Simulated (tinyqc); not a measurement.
Cyclotron masses against the field direction: averaged masses of warped heavy- and light-hole bands.

Four-band hole energies E = c k^2 f(u), c = hbar^2/2m0, f = g1 -/+ 2 sqrt(g2^2 + 3 (g3^2 - g2^2) s), s = ux^2 uy^2 + uy^2 uz^2 + uz^2 ux^2 for the unit vector u; minus for heavy, plus for light holes; the mass along u is 1/f.

Parameters, chosen for this exercise (out of a larger set: near those of GaAs; not measured data):
- g1 = 6.98 (Luttinger gamma1)
- g2 = 2.06 (gamma2)
- g3 = 2.95 (gamma3)

For the central orbit m_cyc is the mean of 1/f(u) over the directions u normal to B (360 points on the circle). B lies in the (1-10) plane at the angle from [001]; 54.7 degrees is [111], 90 is [110].

Masses (m0):

| angle (degrees) | heavy | light |
|---|---|---|
| 0.0 | 0.4933 | 0.0848 |
| 15.0 | 0.5250 | 0.0838 |
| 30.0 | 0.6061 | 0.0818 |
| 45.0 | 0.6709 | 0.0803 |
| 54.7 | 0.6799 | 0.0801 |
| 70.0 | 0.6738 | 0.0806 |
| 90.0 | 0.6697 | 0.0815 |

The heavy mass is smallest at 0 and largest at 54.7 degrees of the angles listed, a spread of 38 %; the light mass varies by 5.8 %. The orbit normal to [001] has s between 0 and 1/4, the orbit normal to [111] has s = 1/4 all round, which gives 1/(g1 - sqrt(g2^2 + 3 g3^2)) = 0.6799. This is the classical limit; low Landau levels of holes depart from it.

Program tinyqc; command `OMP_NUM_THREADS=1 python tinyqc.py 1050433 1050434 out.jsonl`; about 0.01 s on one thread of a shared Intel(R) Xeon(R) Processor @ 2.30GHz.
